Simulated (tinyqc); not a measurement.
Hopping conduction between localised states: one step, computed by the program tinyqc. Command: `OMP_NUM_THREADS=1 python tinyqc.py 3001010 3001011 out.jsonl hop walk`. One thread of a shared host (Intel(R) Xeon(R) Processor @ 2.30GHz), about 0.01 s of CPU time with the checks.

Energies are counted from the Fermi level. A small network shows the mechanism; the laws of an infinite system follow.

Problem. Total conductivity. Mott: T_M = 21.2/(k_B g_0 xi^3), exponent (T_M/T)^(1/4), mean hop r = (3/8) xi times the exponent. Efros-Shklovskii: T_ES = 2.8 e^2/(4 pi eps eps_0 k_B xi), exponent (T_ES/T)^(1/2). Coulomb gap width g_0^(1/2) (e^2/(4 pi eps eps_0))^(3/2). The numerical coefficients come from percolation theory and are given. sigma = s_1 exp(-E_a/k_B T) + s_2 exp(-larger of the two exponents); reduced activation energy w = d ln(sigma)/d ln(T) by a central difference of +/- 1 %.

Inputs (values chosen for the exercise, for a model amorphous semiconductor):
```
quantity                                    value         unit
localisation length xi                        2.8           nm
density of states g_0                     2.1e+19  1/(eV cm^3)
permittivity eps                              9.3            -
activation energy E_a to extended states    0.058           eV
prefactor of activated conduction              31         S/cm
prefactor of hopping                         0.17         S/cm
temperature T                                  39            K
```

Dimension: 3D.

Constants: k_B = 8.617333262e-05 eV/K; e^2/(4 pi eps_0) = 14.39964548 eV angstrom.

Give: activated part; hopping part; conductivity; reduced activation energy w.

Solution.

activated part = 9.915e-07 S/cm

hopping part = 3.414e-06 S/cm

conductivity = 4.406e-06 S/cm

reduced activation energy w = 5.981

Hopping carries 77 %. For sigma = s exp(-(T_0/T)^p), w = p (T_0/T)^p, so the slope of ln w against ln T gives -p.
